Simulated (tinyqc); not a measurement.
MOS capacitor on an n-type substrate, surface potential from the exact charge relation: two steps of the calculation.

Uniform n-type substrate, Boltzmann statistics, full ionisation, classical densities. psi is the surface potential against the body (positive when the bands bend down) and u = -psi/Vt. Traps are spread evenly over the gap and neutral at flat band, so their charge is -q Dit psi; the minority quasi-Fermi level is shifted by Vb.

Values chosen for this exercise; band and dielectric values close to those of gallium arsenide:
```
symbol    value         unit                                                                 meaning
T           400            K                                                             temperature
Eg         1.45           eV                                                                band gap
eps_r        13                                                                relative permittivity
Nc      6.88e17        cm^-3                                  conduction-band density of states at T
Nv      1.37e19        cm^-3                                     valence-band density of states at T
N        3.9e15        cm^-3                                          donor density of the substrate
eox         3.9               relative permittivity of the gate insulator (close to silicon dioxide)
tox         3.7           nm                                                     insulator thickness
Nf      -1.6e11        cm^-2                            fixed charge at the interface, in units of q
Dit           0  cm^-2 eV^-1                                              density of interface traps
Vb          1.7            V                    reverse bias of the inversion layer against the body
Vg         1.13            V                                           gate voltage against the body
```

Constants: q = 1.602176634e-19 C, kB = 1.380649e-23 J/K, Vt = kB T/q, eps0 = 8.8541878128e-14 F/cm where lengths are in cm. Results are converted to the units shown.

Task 1. Newton step for the surface potential. u = -psi/Vt; F^2 = exp(-u) + u - 1 + r (exp(u) - u - 1); Qs = +sign(u) Q0 F; Cs = -dQs/dpsi = (Q0/Vt) |1 - exp(-u) + r (exp(u) - 1)|/(2 F). f = Vfb + psi + (q Dit psi - Qs)/Cox - Vg, f' = 1 + (Cs + q Dit)/Cox, psi(new) = psi - f/f'.

psi after iteration 2 = 0.40922559 V
Cox = 0.93327926 uF/cm^2
Vfb = 0.59916409 V
Q0 = 7.0414967 nC/cm^2
r = 1.2703593e-34

Give: u; F; Qs; Cs; f; f'; psi after iteration 3.

Result 1.

u = -11.872
F = 378.43
Qs = -2664.7 nC/cm^2
Cs = 38.657 uF/cm^2
f = 2.7336 V
f' = 42.420
psi after iteration 3 = 0.34478 V

Task 2. Charges, field and capacitances at the solution. ni = sqrt(Nc Nv) exp(-Eg/(2 Vt)), Eg in volts; phiF = Vt ln(N/ni); Cox = eps0 eox/tox; Vfb = phiM - chi - Vt ln(Nc/N) - q Nf/Cox; Q0 = sqrt(2 eps0 eps_r q N Vt); r = (ni/N)^2 exp(-Vb/Vt); VT = Vfb - [(2 phiF + Vb)(1 + q Dit/Cox) + sqrt(2 eps0 eps_r q N (2 phiF + Vb))/Cox].

Low frequency: 1/C_LF = 1/Cox + 1/(Cs + q Dit). High frequency, in the simple estimate in which traps and minority carriers do not follow: 1/C_HF = 1/Cox + 1/Cd, Cd being Cs with r = 0 at the same psi. Minority sheet density N_inv = (Q0/(2 q)) int_0^u r (exp(t) - 1)/F(t) dt for u > 0. Oxide field |Qs - q Dit psi + q Nf|/(eps0 eox).

converged psi = 0.24963714 V

Give: Qs; N_inv; oxide field; Cs; C_LF/Cox; C_HF/Cox.

Result 2.

Qs = -262.44 nC/cm^2
N_inv = 0 cm^-2
oxide field = 0.83423 MV/cm
Cs = 3.8267 uF/cm^2
C_LF/Cox = 0.80393
C_HF/Cox = 0.80393

The surface is in accumulation (borders at |psi| = 0, phiF + Vb and 2 phiF + Vb = 2.69 V).

tinyqc, about 0.01 s, one thread, Intel Xeon 2.30GHz (shared host): `OMP_NUM_THREADS=1 python tinyqc.py 2060015 2060016 out.jsonl`
